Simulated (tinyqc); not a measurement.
## Screening length from the swing

Problem. In a simple model of a Schottky-barrier transistor a barrier thinner than d = 3 nm is transparent, so the effective barrier is pn - psi (1 - exp(-d/lam)) and the swing beyond flat band is Vt ln 10/(1 - exp(-d/lam)). Find the thermionic swing, lam, and the effective barrier at psi = 0.2 V.

Parameters, values chosen for the exercise:

| symbol | value | unit | meaning |
|---|---|---|---|
| T | 300 | K | temperature |
| pn | 0.83 | eV | barrier for electrons at both contacts |

Constants: q = 1.602176634e-19 C, kB = 1.380649e-23 J/K, Vt = kB T/q. Results are converted to the units shown.

swing in the tunnelling range = 99.690947 mV/decade

Solution. The ratio of the two swings is 1 - exp(-d/lam).

Vt ln 10 = 59.53 mV/decade
lam = 3.300 nm
effective barrier = 0.7106 eV

Computed by the program tinyqc: `OMP_NUM_THREADS=1 python tinyqc.py 2390105 2390106 out.jsonl`, one thread of a shared Intel Xeon 2.30GHz, about 0.5 s for the whole run.
